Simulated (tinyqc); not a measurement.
Transfer-length model of a contact: one step of the calculation.

A metal contact of length d and width W on a thin layer of the same width. The metal has no resistance, the sheet resistance under it equals Rsh, and current enters the layer at the front edge x = 0.

Problem. Transfer length. A = Lt coth(d/Lt) is solved for Lt, starting from Lt = A. Lt(new) = sqrt(Lt A tanh(d/Lt)), the geometric mean of the old value and the plain step.

Values chosen for this exercise: contact length d = 0.44 um.

A = 11.234434 um
Lt after iteration 1 = 2.2227517 um

Wanted: Lt after iteration 2.

Solution.

Lt after iteration 2 = 2.2090 um

Program tinyqc, `OMP_NUM_THREADS=1 python tinyqc.py 2760137 2760138 out.jsonl`; Intel Xeon 2.30GHz, shared host, one thread, about 0.01 s.
